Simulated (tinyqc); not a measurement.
# Deal-Grove kinetics of thermal oxidation of silicon, step by step

A worked calculation. Computed by tinyqc, a small Python program that keeps every step. Command: `OMP_NUM_THREADS=1 python tinyqc.py 3002947 3002948 out.jsonl oxide walk`. One thread of a shared host (Intel(R) Xeon(R) Processor @ 2.30GHz), about 0.02 s of CPU time with the checks. Intermediate numbers are printed to about 7 digits and carried at full precision; extremes and crossings named in words are read from the listed rows.

Oxidant diffuses through the oxide and reacts at the interface, so that dx/dt = B/(A + 2x) for the oxide thickness x.

Inputs (values chosen for the exercise, close to those used for silicon): prefactor B0 = 696 um^2/h; activation energy E_B = 1.24 eV; prefactor (B/A)0 = 5.33e+06 um/h; activation energy E_A = 2.01 eV; temperature T = 975 C; oxidant pressure p = 1 atm; pressure exponent m of B/A = 0.71; initial oxide x_i = 0.1 um; time t = 2 h; temperature of step 2, T2 = 950 C; time of step 2, t2 = 3.9 h.

Ambient: dry oxygen. Surface: (111). Extension: second step.

Constants: k_B = 8.617333262e-05 eV/K.

## Rate constants

B = B0 p exp(-E_B/(k_B T)), B/A = (B/A)0 p^m exp(-E_A/(k_B T)), p in atm; A = B/(B/A). Temperatures in kelvin are T(C) + 273.15.

parabolic constant B = 0.006850766 um^2/h

linear constant B/A = 0.04080865 um/h

length A = 0.1678753 um

Reaction at the interface limits growth while x is well below A/2 = 0.0839 um, diffusion once x is well above it.

## Thickness after the oxidation

tau = (x_i^2 + A x_i)/B and x = (A/2) [sqrt(1 + 4 B (t + tau)/A^2) - 1], the root of x^2 + A x = B (t + tau). Silicon consumed is 0.44 times the oxide grown; the rate is B/(A + 2x).

tau = 3.910152 h

oxide thickness x = 0.1340866 um

silicon consumed = 0.01499812 um

final growth rate = 0.01571101 um/h

2x/A = 1.60: reaction and diffusion both resist, diffusion with a share 2x/(A + 2x) = 0.62.

## Full law against its linear and parabolic limits

Linear limit x = (B/A)(t + tau); parabolic limit x = sqrt(B (t + tau)).

Thickness (um):
```
t (h)       full  linear limit  parabolic limit      2x/A
0.05   0.1009288      0.161608        0.1647121  1.202425
0.1    0.1018529      0.163649        0.1657486  1.213435
0.25   0.1045982      0.169770        0.1688201  1.246141
0.5    0.1090868      0.179972        0.1738186  1.299617
1      0.1177647      0.200377        0.1834075  1.403001
2      0.1340866      0.241185        0.2012189  1.597455
4      0.1635217      0.322803        0.2327887  1.948132
8      0.2137857      0.486037        0.2856460  2.546958
16     0.2948041      0.812506        0.3693234  3.512179
32     0.4191106      1.465445        0.4959960  4.993117
```

Both limits lie above the full result, since each drops one resistance. The linear law overshoots by 60 % in the first row and 250 % in the last, the parabolic law by 63 % and 18 %. The better limit switches between 0.1 and 0.25 h; both give the same value where B (t + tau) = A^2, at 2x/A = sqrt5 - 1 = 1.24.

## A second oxidation in the same ambient

Step 2 starts from the thickness x of step 1, with B and A at T2: tau2 = (x^2 + A2 x)/B2 and x2 = (A2/2) [sqrt(1 + 4 B2 (t2 + tau2)/A2^2) - 1].

B2 = 0.005412570 um^2/h

A2 = 0.1943274 um

tau2 = 8.135863 h

thickness after both steps x2 = 0.1759402 um

## Two steps, the one at T2 first

First t2 at T2 from x_i, then t at T from the thickness reached.

thickness after t2 at T2 = 0.1477497 um

final thickness in this order = 0.1756400 um

The order changes the result by -0.17 %: ending with the larger A gives the thicker film, since A differs between the steps and the times are not simply additive.

Checks made by the program: closed form against Runge-Kutta integration of dx/dt (relative difference below 1e-10).
